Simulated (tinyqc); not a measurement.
Inside a calculation. Model: junctionless gate-all-around wire, depletion approximation.

tinyqc, about 0.01 s, one thread, Intel Xeon 2.30GHz (shared host): `OMP_NUM_THREADS=1 python tinyqc.py 2460007 2460008 out.jsonl` Printed values are rounded.

A uniformly doped n-type wire of radius R under a surrounding gate; long channel. Below flat band a shell from radius rc to R is fully depleted and the neutral core, at channel potential V (0 at the source, Vd at the drain), carries the current with constant mobility; s = (rc/R)^2 is the share of the cross-section that conducts. The edge of the depleted shell is taken as abrupt, so there is no subthreshold current.

Inputs (values chosen for the exercise); material values close to those of silicon:

| symbol | value | unit | meaning |
|---|---|---|---|
| eps_r | 11.5 |  | relative permittivity of the semiconductor |
| eox | 3.9 |  | relative permittivity of the gate insulator |
| tox | 3.6 | nm | insulator thickness |
| R | 5 | nm | wire radius |
| Nd | 3.1e19 | cm^-3 | donor density |
| Vfb | 0.56 | V | flat-band voltage |
| mu | 41 | cm^2/(V s) | effective mobility in the wire |
| L | 1 | um | gate length |
| Vg | 0.15 | V | gate voltage |
| Vd | 0.1 | V | drain voltage |

Constants: q = 1.602176634e-19 C, eps0 = 8.8541878128e-14 F/cm where lengths are in cm. Results are converted to the units shown.

## Voltages that deplete the wire

Cox = eps0 eox/(R ln(1 + tox/R)); A = q Nd R^2/(4 eps0 eps_r); B = q Nd R/(2 Cox); VT = Vfb - A - B.

Cox = 1.273457 uF/cm^2
A = 0.3048636 V
B = 0.9750521 V
VT = -0.7199157 V

Of the 1.28 V needed, 76.2 % drops over the insulator. The device is normally on.

## Iteration 1: conducting share at the source by Newton steps

s at the start = 0.5

With V = 0: f = A (1 - s + s ln s) + B (1 - s) - (Vfb - Vg); f' = A ln s - B; s(new) = s - f/f'.

f = 0.1243002 V
f' = -1.186367 V
s after iteration 1 = 0.6047738

## Iteration 2: conducting share at the source by Newton steps

As before.

f = 0.003134678 V
f' = -1.128368 V
s after iteration 2 = 0.6075518

## Course of the iteration: conducting share at the source by Newton steps

Stop when s changes by less than 1e-11, or after 30 iterations. s must stay positive.

Course of the iteration:
```
iteration	s	|change|
1	0.6047738	0.105
2	0.6075518	2.78e-3
3	0.6075535	1.72e-6
4	0.6075535	6.61e-13
```

Converged in 4 iterations. At the end the number of correct digits about doubles with each step.

## Core radius, conductance and current

s0 = 0.6075535
sL = 0.5205903

s solves Vfb - Vg + V = A (1 - s + s ln s) + B (1 - s), and s = 0 where the left side exceeds A + B. I = (q mu Nd pi R^2/L)[g(s0) - g(sL)], g = A (s^2/4 - (s^2/2) ln s) + B s^2/2, with s0 at V = 0 and sL at V = Vd. rc = R sqrt(s0); the small-signal conductance at Vd = 0 is q mu Nd pi R^2 s0/L.

rc at the source = 3.897286 nm
conductance = 0.9716959 uS
I = 0.09016789 uA
